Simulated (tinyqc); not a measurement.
# Elastic trap-assisted tunnelling through a dielectric: two studies

Emitter at x = 0 (Fermi level 0), collector at x = t (Fermi level -V), band edge U(x) = phi - F x, F = V/t. A trap at x has the energy E = U(x) - Et. With G(u) = (4/(3 F)) sqrt(mo/C) max(u, 0)^1.5, C = hbar^2/(2 m0): S1 = G(phi - E) - G(Et), S2 = G(Et) - G(phi - V - E), T1,2 = exp(-S1,2). The steady rate through one trap is nu T1 T2 (f1 - f2)/(T1 + T2), f1 = f(E), f2 = f(E + V), f(y) = 1/(1 + exp(y/Vt)); both contacts offer states at E.

Parameters, values chosen for the exercise; dielectric values close to those of silicon dioxide:
- T = 300 K (temperature)
- phi = 3.15 eV (barrier above the emitter Fermi level)
- mo = 0.52 m0 (tunnelling mass)
- t = 5 nm (thickness)
- Et = 2.33 eV (trap depth below the band edge of the dielectric)
- Nt = 3e18 cm^-3 (trap density)
- nu = 1e14 1/s (attempt frequency)
- V = 1.86 V (voltage)

Constants: q = 1.602176634e-19 C, kB = 1.380649e-23 J/K, hbar = 1.054571817e-34 J s, m0 = 9.1093837015e-31 kg, Vt = kB T/q, hbar^2/(2 m0) = 0.0380998212 eV nm^2. Results are converted to the units shown.

Each table varies one quantity; the others keep the values above.

## Effect of the trap depth

J = q Nt times the integral of the rate over x. Direct S = (4/(3 F)) sqrt(mo/C) [phi^1.5 - max(phi - V, 0)^1.5].

The same in every row: direct S = 54.6.

Effect of the trap depth:
```
Et (eV)  J (A/cm^2)  x of the peak over t  larger S there
1.42       1.11e-16                 0.899            49.6
1.67       5.24e-14                 0.765            43.4
1.93       4.85e-11                 0.625            36.5
2.19        4.30e-8                 0.487            29.2
2.44        4.16e-7                 0.447            28.3
2.7         8.32e-8                 0.452            29.9
2.95        1.83e-8                 0.457            31.3
3.21        4.12e-9                 0.461            32.7
3.47       9.99e-10                 0.464            34.1
```

J goes from 1.11e-16 through a maximum of 4.16e-7 (at Et = 2.44 eV among the rows listed) to 9.99e-10 A/cm^2. Shallow traps near the emitter lie above its Fermi level and stay empty, while deep traps face higher barriers, so a middle depth conducts best.

## Effect of the thickness at fixed voltage

Same model as above.

Result of one run:
```
t (nm)  J (A/cm^2)  x of the peak over t  larger S there  direct S
8.1       2.04e-14                 0.449            44.5      88.5
```

What becomes of these results when the thickness t is changed from 8.1 to 6.2 nm, all else the same?

Result of the changed run:
```
t (nm)  J (A/cm^2)  x of the peak over t  larger S there  direct S
6.2       6.51e-10                 0.450            34.2      67.7
```

The whole series:
```
t (nm)  J (A/cm^2)  x of the peak over t  larger S there  direct S
2.5          0.360                 0.460            14.1      27.3
3.4        0.00272                 0.456            19.0      37.1
4.4        1.18e-5                 0.453            24.4      48.1
5.3        8.79e-8                 0.451            29.3      57.9
6.2       6.51e-10                 0.450            34.2      67.7
7.1       4.80e-12                 0.449            39.0      77.6
8.1       2.04e-14                 0.449            44.5      88.5
9         1.50e-16                 0.448            49.4      98.3
```

J falls from 0.360 to 1.50e-16 A/cm^2, on average 2.37 decades a nanometre, against 4.74 for the direct exponent: trap-assisted leakage falls more slowly, so it gains on direct tunnelling as the layer thickens.

Range of the model: Phonon-assisted (inelastic) capture, chains of traps and a spread of trap depths are left out.

Numbers from tinyqc (`OMP_NUM_THREADS=1 python tinyqc.py 2370040 2370041 out.jsonl`; about 0.03 s on one thread of a shared Intel Xeon 2.30GHz).
